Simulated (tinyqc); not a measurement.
# Bandgap voltage reference from two bipolar transistors: output against temperature

Two transistors of area 1 and N carry the same current I. Is(T) = Is (T/T0)^eta exp[(Vg0 q/kB)(1/T0 - 1/T)], VBE1 = Vt ln(I/Is(T)) + I rb, VBE2 = Vt ln(I/(N Is(T))) + I rb/N. The amplifier forces I R1(T) = VBE1 - VBE2 + Vos, with R(T) = R (1 + tc (T - T0)) for both resistors, and the output is Vref = VBE1 + I R2(T). Base currents and the Early effect are neglected.

Vt = kB T/q; I = (Vt ln N + Vos)/(R1(T) - rb (1 - 1/N)).

Inputs (values chosen for the exercise); values of the order met in silicon bipolar transistors:
```
symbol    value   unit                                                   meaning
T0          298      K                                     reference temperature
Vg0       1.192      V                      band-gap voltage extrapolated to 0 K
eta         3.5                   temperature exponent of the saturation current
Is      4.2e-17      A           saturation current of the unit transistor at T0
N             4                              area ratio of the second transistor
R1           14   kohm  resistor across which the difference of VBE falls, at T0
tc         1200  ppm/K                 temperature coefficient of both resistors
Vos           0     mV                                   offset of the amplifier
rb            0    ohm                  series resistance of the unit transistor
R2        234.6   kohm                                     output resistor at T0
```

Constants: q = 1.602176634e-19 C, kB = 1.380649e-23 J/K. Results are converted to the units shown.

Results:
```
T (K)	I (uA)	VBE1 (V)	I R2 (V)	Vref (V)	Vref - Vref(T0) (mV)	dVref/dT (uV/K)
218	2.0577	0.80296	0.43640	1.2394	5.2787	-23.101
233	2.1564	0.77246	0.46643	1.2389	4.8017	-40.331
253	2.2821	0.73140	0.50646	1.2379	3.7776	-61.810
273	2.4015	0.68992	0.54650	1.2364	2.3392	-81.807
298	2.5428	0.63754	0.59655	1.2341	0	-105.02
323	2.6759	0.58460	0.64659	1.2312	-2.8977	-126.54
348	2.8014	0.53113	0.69664	1.2278	-6.3146	-146.59
398	3.0323	0.42278	0.79673	1.2195	-14.574	-183.06
423	3.1386	0.36795	0.84678	1.2147	-19.361	-199.75
```

Estimate the missing row, T = 373 K.

Computed row:
```
T (K)	I (uA)	VBE1 (V)	I R2 (V)	Vref (V)	Vref - Vref(T0) (mV)	dVref/dT (uV/K)
373	2.9200	0.47718	0.74668	1.2239	-10.217	-165.38
```

With this row back in the table: VBE1 falls by 2.12 mV/K on average and I R2 rises by 2.00 mV/K. The slope of Vref vanishes at T = 199 K. Between 233 and 398 K Vref spans 19.4 mV, or 95.4 ppm/K by the box method (span over the average over T, over 165 K).

Computed by the program tinyqc: `OMP_NUM_THREADS=1 python tinyqc.py 2062019 2062020 out.jsonl`, one thread of a shared Intel Xeon 2.30GHz, about 0.02 s for the whole run.
